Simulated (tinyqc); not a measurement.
Inside a calculation. Method: bound state in one dimension: Numerov shooting, finite differences, DVR. Computed by tinyqc, a small Python program that keeps every step. Settings: points = 96. Command: `OMP_NUM_THREADS=1 python tinyqc.py 29342 29343 out.jsonl` (the two numbers bound the seeds that draw the settings). One thread of a shared host (Intel(R) Xeon(R) Processor @ 2.60GHz), about 0.01 s of CPU time with the checks.

## Numerov steps at E = -10.6

One particle of mass 1 in V = -10.82 exp(-x^2/1.97^2) (atomic units), psi = 0 at both ends:
```
parameter                value
left end                    -7
right end                    7
intervals                   96
h                     0.145833
state sought (nodes)         2
```

k_i = 2 m (E - V_i); (1 + h^2 k_(i+1)/12) y_(i+1) = 2 (1 - 5 h^2 k_i/12) y_i - (1 + h^2 k_(i-1)/12) y_(i-1), from y_0 = 0, y_1 = 0.001.

Points along the way:
```
i           x          V           k               y
0   -7.000000  -0.000036  -21.199929        0.000000
1   -6.854167  -0.000060  -21.199880        0.001000
2   -6.708333  -0.000100  -21.199801        0.002468
3   -6.562500  -0.000164  -21.199672        0.005093
4   -6.416667  -0.000267  -21.199466        0.010104
5   -6.270833  -0.000430  -21.199139        0.019848
32  -2.333333  -2.660501  -15.878999  1065985.456000
33  -2.187500  -3.153127  -14.893746  1915431.953900
34  -2.041667  -3.696235  -13.807529  3383263.976800
35  -1.895833  -4.285662  -12.628676  5860740.074600
36  -1.750000  -4.914919  -11.370163  9932890.743300
37  -1.604167  -5.575128  -10.049743        1.64e+07
```

## Bisection on the node count

With more sign changes than the state has nodes (the last point included) the energy is too high, else too low; the bracket starts as -10.6 to -0.05.

Trials:
```
trial            E  sign changes  y at the right end   next
1      -5.32500000             3           -3.68e+10  lower
2      -7.96250000             1           -1.45e+15  raise
3      -6.64375000             2            1.52e+13  raise
4      -5.98437500             2            7.62e+11  raise
5      -5.65468750             2            4.47e+10  raise
6      -5.48984375             3           -2.45e+10  lower
7      -5.57226562             3           -7.98e+08  lower
8      -5.61347656             2            1.86e+10  raise
9      -5.59287109             2            8.15e+09  raise
10     -5.58256836             2            3.50e+09  raise
11     -5.57741699             2            1.31e+09  raise
12     -5.57484131             2            2.44e+08  raise
13     -5.57355347             3           -2.80e+08  lower
14     -5.57419739             3           -1.85e+07  lower
...            ...           ...                 ...    ...
28     -5.57424294             2            1.65e+03  raise
29     -5.57424292             3           -6.34e+03  lower
30     -5.57424293             3           -2.35e+03  lower
```

eigenvalue = -5.57424293 hartree

## The same grid by other methods

Three-point finite differences and the sine-DVR kinetic matrix of Colbert and Miller on the same points.

Lowest levels (hartree):
```
state  finite differences        DVR
0               -9.691059  -9.687827
1               -7.539693  -7.525455
2               -5.605431  -5.573913
3               -3.898810  -3.849296
4               -2.436725  -2.373990
```
